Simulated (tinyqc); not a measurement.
# MOS structure on a p-type body with a doping step, non-linear Poisson equation by Newton steps: two studies

One dimension, insulator interface at x = 0, acceptor density N1 for x < x1 and Na beyond, net doping C = -(acceptor density). psi is counted from the intrinsic level: n = ni exp((psi - Vb)/Vt), p = ni exp(-psi/Vt); deep in the body psi_b = -Vt ln(Na/ni). The gate acts through Cox = eps0 eox/tox and has the potential psi_G = Vg - (phiM - chi - Vt ln(Nc/ni)). Boltzmann statistics, full ionisation, classical densities, no oxide or interface charge.

Parameters, values chosen for the exercise; band and dielectric values close to those of silicon: temperature T = 400 K; band gap Eg = 1.1 eV; relative permittivity eps_r = 11.7; conduction-band density of states at T Nc = 4.34e19 cm^-3; valence-band density of states at T Nv = 4e19 cm^-3; electron affinity chi = 4.05 eV; acceptor density deep in the body Na = 2e18 cm^-3; relative permittivity of the gate insulator (close to silicon nitride) eox = 7.57; insulator thickness tox = 4.5 nm; gate work function phiM = 4.36 eV; electron quasi-Fermi potential against the body Vb = 0 V; depth of the doping step x1 = 6.5 nm; acceptor density above the step N1 = 6e18 cm^-3.

Constants: q = 1.602176634e-19 C, kB = 1.380649e-23 J/K, Vt = kB T/q, eps0 = 8.8541878128e-14 F/cm where lengths are in cm. Results are converted to the units shown.

Each table varies one quantity; the others keep the values above.

## Charge and capacitance against gate voltage

ni = sqrt(Nc Nv) exp(-Eg/(2 Vt)), Eg in volts. The Poisson equation d/dx(eps0 eps_r dpsi/dx) = -q (p - n + C), with eps0 eps_r dpsi/dx = -Cox (psi_G - psi_0) at x = 0, is solved on a mesh of about 600 nodes or more. N_inv is the integral of n less its value deep in the body. C_LF = Cox (1 - dpsi_0/dVg) with all carriers following; C_HF is the same with the electron quasi-Fermi level shifting uniformly so that N_inv stays fixed. The centroid is that of the same excess.

Charge and capacitance against gate voltage:
```
Vg (V)  psi_0 - psi_b (V)  N_inv (cm^-2)  C_LF/Cox  C_HF/Cox  centroid (nm)
0.59                0.626         3.53e7     0.287     0.287          0.402
0.78                0.764         1.77e9     0.264     0.261          0.367
0.96                0.893        7.03e10     0.347     0.243          0.341
1.15                0.979        7.92e11     0.721     0.233          0.320
1.33                 1.02        2.05e12     0.854     0.230          0.303
1.52                 1.04        3.56e12     0.904     0.229          0.287
1.7                  1.05        5.07e12     0.927     0.228          0.273
```

What does the table show?

N_inv goes from 3.53e7 to 5.07e12 cm^-2 and passes 2e11 cm^-2 at Vg = 1.02 V. Below threshold it takes 112 mV a decade between Vg = 0.59 and 0.78 V, against Vt ln 10 = 79.4 mV. C_LF/Cox is lowest, 0.264, at Vg = 0.78 V among the rows listed and ends at 0.927, while C_HF/Cox ends at 0.228. Between the last two rows q dN_inv/dVg is 0.901 Cox. Where the classical centroid is under about 2 nm, confinement would move the charge away from the interface and raise the threshold. Above about 2e12 cm^-2 degeneracy matters too.

## Effect of the depth of the doping step on threshold, swing and body effect

VT is the Vg at which N_inv = 2e11 cm^-2. m = 1/(dpsi_0/dVg) at N_inv = 1e8 cm^-2; the swing is the Vg between N_inv = 1e8 and 1e9 cm^-2; body coefficient [VT(Vb + 0.05 V) - VT(Vb)]/0.05 V - 1.

Effect of the depth of the doping step on threshold, swing and body effect:
```
x1 (nm)  VT (V)  psi_0 - psi_b at VT (V)  m - 1  swing (mV/decade)  body coefficient
1.6       0.836                    0.920  0.351                109             0.312
2.4       0.870                    0.922  0.353                109             0.312
3.5       0.915                    0.925  0.358                109             0.314
5.1       0.975                    0.928  0.371                110             0.319
7.5        1.05                    0.931  0.405                113             0.336
11         1.14                    0.935  0.502                120             0.389
16         1.19                    0.937  0.572                127             0.493
```

What does the table show?

As x1 goes from 1.6 to 16, VT rises from 0.836 to 1.19 V, the swing rises from 109 to 127 mV/decade and the body coefficient rises from 0.312 to 0.493. The swing stays within 1.9 % of m Vt ln 10, and the body coefficient within 0.11 of m - 1.

Program tinyqc, `OMP_NUM_THREADS=1 python tinyqc.py 2080093 2080094 out.jsonl`; Intel Xeon 2.30GHz, shared host, one thread, about 0.4 s.
